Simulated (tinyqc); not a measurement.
Inside a calculation. Method: plane-wave Kohn-Sham cycle with exchange-only LDA in a layered model solid. Computed by tinyqc, a small Python program that keeps every step. Settings: points = 16, plane-wave index or count = 3, electrons = 2, k points = 3, area = 19.0, mixing = 0.3, iteration cap = 73. Command: `OMP_NUM_THREADS=1 python tinyqc.py 31522 31523 out.jsonl` (the two numbers bound the seeds that draw the settings). One thread of a shared host (Intel(R) Xeon(R) Processor @ 2.60GHz), about 0.03 s of CPU time with the checks.

A solid whose potential varies along x alone (atomic units):

| parameter | value |
|---|---|
| period a | 15.300000 |
| cross-section of the cell | 19.000000 |
| electrons per cell | 2 |
| grid points | 16 |
| plane waves -n..n, n | 3 |
| k points | 3 |
| V1 in V1 cos(2 pi x/a) | -0.470000 |
| V2 in V2 cos(4 pi x/a) | 0.040000 |

Stop when sqrt(dV sum R^2) is below 1e-8, dV = a A/N.

Course of the cycle:

| iteration | E (hartree) | norm of the residual |
|---|---|---|
| 1 | -0.910030 | 1.63e-01 |
| 2 | -0.594301 | 8.18e-02 |
| 3 | -0.509101 | 4.18e-02 |
| 4 | -0.499998 | 3.45e-02 |
| 5 | -0.497723 | 2.08e-02 |
| 6 | -0.496843 | 1.36e-02 |
| 7 | -0.496509 | 8.55e-03 |
| 8 | -0.496384 | 5.50e-03 |
| 9 | -0.496338 | 3.52e-03 |
| 10 | -0.496321 | 2.28e-03 |
| 11 | -0.496315 | 1.48e-03 |
| ... | ... | ... |
| 63 | -0.595064 | 1.32e-01 |
| 64 | -0.595064 | 1.32e-01 |
| 65 | -0.595064 | 1.32e-01 |
| 66 | -0.595064 | 1.32e-01 |
| 67 | -0.595064 | 1.32e-01 |
| 68 | -0.595064 | 1.32e-01 |
| 69 | -0.595064 | 1.32e-01 |
| 70 | -0.595064 | 1.32e-01 |
| 71 | -0.595064 | 1.32e-01 |
| 72 | -0.595064 | 1.32e-01 |
| 73 | -0.595064 | 1.32e-01 |

Can the last value be used, and what does the course show?

Not by the stop rule, although the second column moves by less than 1e-07 over the last three steps. Not converged within 73 iterations: the residual has stopped falling. Reruns (cap 100 unless said): mixing 0.1: not converged; mixing 0.5, Kerker q0 1.0: converged in 96 (E = -0.49631); mixing 0.3, Pulay depth 5: converged in 14 (E = -0.49631); the original settings with a cap of 400: not converged.
